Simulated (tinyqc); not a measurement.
## Undoped symmetric double-gate MOSFET, analytic potential model: effect of the temperature

An undoped body of thickness ts between two equal insulators and tied gates; long channel, electrons only, n = ni exp((psi - V)/Vt) with V the quasi-Fermi potential (0 at the source, Vd at the drain), constant mobility, no quantisation. Across the body psi(x) = V - 2 Vt ln[(ts/(2 beta)) sqrt(q ni/(2 eps0 eps_r Vt)) cos(2 beta x/ts)], x from the centre. Q is the electron charge per area of the whole body.

Nc and Nv are given at 300 K and scale as (T/300 K)^1.5; Eg and mu are held fixed. ni = sqrt(Nc Nv) exp(-Eg/(2 Vt)), Eg in volts; r = eps_r tox/(eox ts); V0 = dphi + 2 Vt ln[(2/ts) sqrt(2 eps0 eps_r Vt/(q ni))]. beta (between 0 and pi/2) solves (Vg - V0 - V)/(2 Vt) = ln(beta) - ln(cos beta) + 2 r beta tan(beta). Q = 8 eps0 eps_r Vt beta tan(beta)/ts; I = mu (1/L)(4 eps0 eps_r/ts)(2 Vt)^2 [g(beta_s) - g(beta_d)] per width, g = beta tan(beta) - beta^2/2 + r beta^2 tan^2(beta), with beta_s at V = 0 and beta_d at V = Vd.  I(low) is taken at Vg = 0.09 V, Qs and I(high) at Vg = 0.84 V.

Values chosen for this exercise; material values close to those of silicon:
```
symbol,value,unit,meaning
Eg,1.1,eV,band gap
eps_r,11.5,,relative permittivity of the semiconductor
Nc,2.76e19,cm^-3,conduction-band density of states at the reference temperature
Nv,2.64e19,cm^-3,valence-band density of states at the reference temperature
eox,7.21,,relative permittivity of the gate insulator
tox,1.5,nm,insulator thickness
ts,15,nm,body thickness
dphi,-0.11,V,gate work function less that of the intrinsic body
mu,200,cm^2/(V s),channel mobility
L,1,um,gate length
Vd,0.8,V,drain voltage
```

Constants: q = 1.602176634e-19 C, kB = 1.380649e-23 J/K, Vt = kB T/q, eps0 = 8.8541878128e-14 F/cm where lengths are in cm. Results are converted to the units shown.

Effect of the temperature:

| T (K) | V0 (V) | I(low) (nA/um) | Qs(high) (nC/cm^2) | I(high) (uA/um) |
|---|---|---|---|---|
| 220 | 0.3703 | 1.483e-4 | 2918 | 121.3 |
| 250 | 0.3594 | 0.001870 | 2911 | 123.5 |
| 280 | 0.3483 | 0.01416 | 2910 | 126.2 |
| 310 | 0.3372 | 0.07432 | 2914 | 129.2 |
| 340 | 0.3259 | 0.2974 | 2923 | 132.6 |
| 370 | 0.3144 | 0.9676 | 2935 | 136.2 |
| 400 | 0.3029 | 2.676 | 2951 | 140.2 |
| 430 | 0.2913 | 6.502 | 2969 | 144.4 |

What does the table show?

As T goes from 220 to 430 K, I(low) rises from 1.48e-4 to 6.50 nA/um and I(high) rises from 121 to 144 uA/um. V0 falls from 0.370 to 0.291 V. In every row the surface density at the source at the higher gate voltage passes 0.3 Nc, where Boltzmann statistics fail. In every row the mobility is held fixed, though a real one changes with T.

tinyqc, about 0.01 s, one thread, Intel Xeon 2.30GHz (shared host): `OMP_NUM_THREADS=1 python tinyqc.py 2440096 2440097 out.jsonl`
